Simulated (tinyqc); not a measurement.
Electron mobility in a silicon inversion layer, empirical terms and Matthiessen rule: one step of the calculation.

Inversion layer of sheet density Ns on a uniformly doped body. The mobility terms are empirical power laws with prefactors chosen for the exercise; adding their inverses (Matthiessen) is itself an approximation.

Problem. Depletion charge and effective field. ni = sqrt(Nc Nv) exp(-Eg/(2 Vt)), Eg in volts; Ndep = sqrt(2 eps0 eps_r Nb (2 Vt ln(Nb/ni) + Vsb)/q); E = q (Ndep + eta Ns)/(eps0 eps_r), in MV/cm.

Inputs (values chosen for the exercise); material values close to those of silicon:
```
symbol,value,unit,meaning
T,250,K,temperature
Eg,1.1,eV,band gap
eps_r,11.9,,relative permittivity of the semiconductor
Nc,2.15e19,cm^-3,conduction-band density of states at T
Nv,2.05e19,cm^-3,valence-band density of states at T
Nb,2.8e18,cm^-3,body doping
Vsb,1,V,reverse body bias
eta,0.5,,weight of the inversion charge in the effective field
Ns,7.3e11,cm^-2,inversion density
```

Constants: q = 1.602176634e-19 C, kB = 1.380649e-23 J/K, Vt = kB T/q, eps0 = 8.8541878128e-14 F/cm where lengths are in cm. Results are converted to the units shown.

Find: ni; Ndep; E.

Solution.

ni = 1.7163e8 cm^-3
Ndep = 8.6105e12 cm^-2
E = 1.3648 MV/cm

The depletion charge gives 95.9 % of the field.

Program tinyqc, `OMP_NUM_THREADS=1 python tinyqc.py 2510029 2510030 out.jsonl`; Intel Xeon 2.30GHz, shared host, one thread, about 0.01 s.
